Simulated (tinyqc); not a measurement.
Germanium share from the critical thickness.

Inverse problem. Critical thickness (Matthews-Blakeslee, 60-degree dislocations): h = bv (1 - nu/4)[ln(h/bv) + 1]/(4 pi e_par (1 + nu)), nu = c12/(c11 + c12). e_par = b1 x. Find e_par and x.

Values chosen for this exercise: lattice mismatch per unit x b1 = 0.0418; elastic constant c11 = 166 GPa; elastic constant c12 = 62.8 GPa; Burgers vector bv = 0.384 nm.

critical thickness = 13.543097 nm

Answer. For given h the relation is explicit in the strain.

e_par = 0.7524 %
x = 0.1800

tinyqc, about 0.01 s, one thread, Intel Xeon 2.30GHz (shared host): `OMP_NUM_THREADS=1 python tinyqc.py 2530046 2530047 out.jsonl`
